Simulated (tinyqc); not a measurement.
# From one set of inputs to another, one input at a time

Model: critical temperature from a phonon spectrum: McMillan, Allen-Dynes and the linearised Eliashberg equation. Computed by tinyqc, a small Python program. Command: `OMP_NUM_THREADS=1 python tinyqc.py 3003754 3003755 out.jsonl eliashberg ladder`. One thread of a shared host (Intel(R) Xeon(R) Processor @ 2.30GHz), about 0.02 s of CPU time with the checks.

alpha^2 F(omega) = sum_i (lambda_i omega_i/2) delta(omega - omega_i), so that lambda = 2 int alpha^2 F/omega d omega = sum_i lambda_i.

The inputs printed are set A. Inputs not listed in the table keep their values of set A, so the rows need not describe a real material.

Inputs (values chosen for the exercise, for a model metal): peak energy omega_1 = 5.33 meV; coupling lambda_1 = 0.849; peak energy omega_2 = 13.4 meV; coupling lambda_2 = 1.06; Coulomb pseudopotential mu* = 0.1.

Peaks in alpha^2 F: two.

Constants: k_B = 8.617333262e-05 eV/K.

Method:
- omega_log = exp(sum lambda_i ln omega_i / lambda); omega_rms = sqrt(sum lambda_i omega_i^2 / lambda).
- McMillan form: k_B T_c = (omega_log/1.2) exp[-1.04 (1 + lambda)/(lambda - mu* (1 + 0.62 lambda))]. Allen-Dynes multiplies it by f1 f2: f1 = [1 + (lambda/L1)^(3/2)]^(1/3), L1 = 2.46 (1 + 3.8 mu*); f2 = 1 + (omega_rms/omega_log - 1) lambda^2/(lambda^2 + L2^2), L2 = 1.82 (1 + 6.3 mu*) omega_rms/omega_log.
- T_c ~ M^(-a). All omega_i scale as M^(-1/2) at fixed lambda, but mu* = mu/(1 + mu ln(E_F/omega)) changes: d mu*/d ln omega = mu*^2. In the McMillan form a = (1/2) [1 - 1.04 (1 + lambda)(1 + 0.62 lambda) mu*^2/(lambda - mu* (1 + 0.62 lambda))^2].

Each row keeps all changes above it:
```
input moved                   from     to  T_c, Allen-Dynes (K)  omega_log (meV)  isotope exponent a
set A                            -      -                 16.85             8.89              0.4884
coupling lambda_1            0.849  0.393                 14.84            10.44              0.4848
peak energy omega_2 (meV)     13.4   69.6                 50.99            34.74              0.4848
peak energy omega_1 (meV)     5.33   36.6                 82.42            58.49              0.4848
coupling lambda_2             1.06  0.427                 30.52            51.15              0.4681
Coulomb pseudopotential mu*    0.1   0.15                 21.14            51.15              0.4089
```

T_c, Allen-Dynes goes from 16.9 to 21.1, a factor 1.25 in all. The largest single move comes from peak energy omega_2 (a factor 3.44), and coupling lambda_2 works against it (a factor 0.370). omega_log goes from 8.89 to 51.1, a factor 5.75 in all. The largest single move comes from peak energy omega_2 (a factor 3.33), and coupling lambda_2 works against it (a factor 0.874). Isotope exponent a goes from 0.488 to 0.409, a factor 0.837 in all. The largest single move comes from Coulomb pseudopotential mu* (a factor 0.873). The single moves hold for this order of the switches; the total does not depend on the order.

Caution (rows set A): for lambda above about 1.5 the plain McMillan form saturates and falls short. Caution (rows peak energy omega_2, peak energy omega_1): a phonon-mediated T_c this high is known only in hydrides under high pressure.

Extremes, crossings and ranges named in words are read from the listed rows.
